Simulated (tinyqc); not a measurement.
# Schottky barrier on an n-type semiconductor, non-linear Poisson equation by Newton steps: effects of single changes

One dimension, metal at x = 0, donor density C(x) = Nd, uniform. Energies are counted from the electron Fermi level of the semiconductor and the conduction-band edge is Ec = -psi, so n = Nc exp(psi/Vt); holes follow the Fermi level of the metal, at -V, so p = Nv exp((V - psi - Eg)/Vt). Ends: psi(0) = V - phiB and psi = Vt ln(Nd/Nc) deep inside. Boltzmann statistics, full ionisation, no current, no image force in the Poisson equation.

Inputs (values chosen for the exercise); band and dielectric values close to those of In0.53Ga0.47As:
```
symbol    value   unit                                      meaning
T           293      K                                  temperature
Eg        0.749     eV                                     band gap
eps_r      13.8                               relative permittivity
Nc      2.02e17  cm^-3       conduction-band density of states at T
Nv      7.43e18  cm^-3          valence-band density of states at T
Nd       7.9e15  cm^-3      donor density deep in the semiconductor
phiB       0.41     eV                               barrier height
V             0      V  bias of the metal against the semiconductor
```

Constants: q = 1.602176634e-19 C, kB = 1.380649e-23 J/K, Vt = kB T/q, eps0 = 8.8541878128e-14 F/cm where lengths are in cm. Results are converted to the units shown.

Each table varies one quantity; the others keep the values above.

## Capacitance-voltage profiling

The Poisson equation d/dx(eps0 eps_r dpsi/dx) = -q (p - n + C) is solved on a mesh of about 1000 nodes or more that ends in neutral material. C_s = q d/dV of the integral of n over x, from the linearised equation. Probed depth w = eps0 eps_r/C_s; apparent doping N_app = C_s^3/(q eps0 eps_r dC_s/dV), the derivative by central differences over +/- 0.02 V.

The same in every row: true C(w) (cm^-3) = 7.900e15.

Result of one run:
```
V (V),C_s (nF/cm^2),w (nm),N_app (cm^-3),|E_0| (kV/cm)
-0.3,35.81,341.2,7.895e15,35.34
```

What becomes of these results when the bias of the metal against the semiconductor V is changed from -0.3 to 0 V, all else the same?

Result of the changed run:
```
V (V),C_s (nF/cm^2),w (nm),N_app (cm^-3),|E_0| (kV/cm)
0,50.53,241.8,7.879e15,25.05
```

The whole series:
```
V (V),C_s (nF/cm^2),w (nm),N_app (cm^-3),|E_0| (kV/cm)
0,50.53,241.8,7.879e15,25.05
-0.3,35.81,341.2,7.895e15,35.34
-0.6,29.26,417.5,7.898e15,43.25
-0.9,25.35,481.9,7.899e15,49.92
-1.2,22.68,538.7,7.899e15,55.80
-1.5,20.71,590.0,7.899e15,61.12
-1.8,19.18,637.2,7.900e15,66.01
-2.1,17.94,681.1,7.900e15,70.56
-2.4,16.91,722.4,7.900e15,74.83
-2.7,16.05,761.4,7.900e15,78.88
-3,15.30,798.6,7.900e15,82.72
```

C_s falls from 50.5 to 15.3 nF/cm^2 while the probed depth goes from 242 to 799 nm. The apparent doping stays near 7.90e15 cm^-3. It departs most from the true doping at that depth for V = 0 V, where it is 0.27 % below it; so the doping is read well over the depths probed.

## Effect of the barrier height

First integral for uniform doping: E_0^2 = (2 q/(eps0 eps_r)) [Nd (U - Vt + Vt exp(-U/Vt)) + Vt p_0], U = Vbi - V, Vbi = phiB - Vt ln(Nc/Nd), p_0 = Nv exp((phiB - Eg)/Vt) (deep holes neglected). Image-force lowering dphi = sqrt(q E_0/(4 pi eps0 eps_r)), at x_m = sqrt(q/(16 pi eps0 eps_r E_0)). W = sqrt(2 eps0 eps_r U/(q Nd)).

Effect of the barrier height:
```
phiB (eV),Vbi (V),W (nm),E_0 (kV/cm),dphi (mV),exp(dphi/Vt),p_0/Nd
0.3,0.2182,205.2,19.99,14.44,1.772,1.779e-5
0.36,0.2782,231.7,22.89,15.45,1.844,1.916e-4
0.42,0.3382,255.5,25.46,16.30,1.907,0.002062
0.48,0.3982,277.3,27.82,17.04,1.964,0.02220
0.54,0.4582,297.4,30.16,17.74,2.019,0.2390
0.59,0.5082,313.2,33.03,18.57,2.086,1.732
0.65,0.5682,331.2,45.83,21.87,2.378,18.64
0.71,0.6282,348.3,108.4,33.63,3.788,200.7
```

What does the table show?

As phiB goes from 0.3 to 0.71, the surface field rises from 20.0 to 108 kV/cm, the lowering rises from 14.4 to 33.6 mV and W rises from 205 to 348 nm. From phiB = 0.59 on, holes at the metal outnumber the donors.

tinyqc, about 0.04 s, one thread, Intel Xeon 2.30GHz (shared host): `OMP_NUM_THREADS=1 python tinyqc.py 2020031 2020032 out.jsonl`
